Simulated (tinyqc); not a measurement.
Geometry relaxation of a small cluster: one step, computed by the program tinyqc. Command: `OMP_NUM_THREADS=1 python tinyqc.py 3028688 3028689 out.jsonl relax walk`. One thread of a shared host (Intel(R) Xeon(R) Processor @ 2.30GHz), about 0.03 s of CPU time with the checks.

E = sum_i {sum_j A exp(-p (r_ij/r0 - 1)) - xi sqrt(rho_i)}, rho_i = sum_j exp(-2 q (r_ij/r0 - 1)); the force on i is -sum_j w_ij (R_i - R_j)/r_ij with w_ij = -(2p/r0) A exp(-p (r_ij/r0 - 1)) + (xi q/r0) exp(-2 q (r_ij/r0 - 1)) (rho_i^(-1/2) + rho_j^(-1/2)).

Question. The first two steps. BFGS: R(new) = R + B F with the inverse Hessian B = eta 1 at first; with s = R(new) - R, y = F - F(new), rho = 1/(y.s): B(new) = (1 - rho s y^T) B (1 - rho y s^T) + rho s s^T, skipped if y.s is not positive. No atom moves more than 0.3 angstrom a step (the whole step is scaled). Stop when the largest force component is below 1e-5 eV/angstrom.

Inputs (values chosen for the exercise, for model atoms): length r0 = 2.8 angstrom; repulsion A = 0.14 eV; hopping xi = 1.86 eV; decay p = 11.2; decay q = 2.92; step factor eta = 0.017 angstrom^2/eV.

Potential: Gupta. Method: BFGS.

starting positions (angstrom), rows atom 1, atom 2, atom 3, atom 4, atom 5, columns x, y, z:
```
[[-0.06, -0.08, 0.24],
 [2.69, 0.15, -0.14],
 [1.45, 2.27, 0.12],
 [1.35, 0.79, 2.24],
 [1.34, 0.59, -2.17]]
```

Give: positions after step 1; energy after step 1; positions after step 2; energy after step 2.

Answer.

positions after step 1 (angstrom), rows atom 1, atom 2, atom 3, atom 4, atom 5, columns x, y, z:
```
[[-0.0346, -0.0650, 0.2311],
 [2.6885, 0.1359, -0.1234],
 [1.4354, 2.2663, 0.1145],
 [1.3521, 0.7871, 2.2230],
 [1.3285, 0.5958, -2.1551]]
```

energy after step 1 = -15.672 eV

positions after step 2 (angstrom), rows atom 1, atom 2, atom 3, atom 4, atom 5, columns x, y, z:
```
[[0.1538, 0.0453, 0.1400],
 [2.6766, 0.0265, 0.0092],
 [1.3222, 2.2391, 0.0551],
 [1.3811, 0.7640, 2.1098],
 [1.2363, 0.6451, -2.0240]]
```

energy after step 2 = -15.863 eV
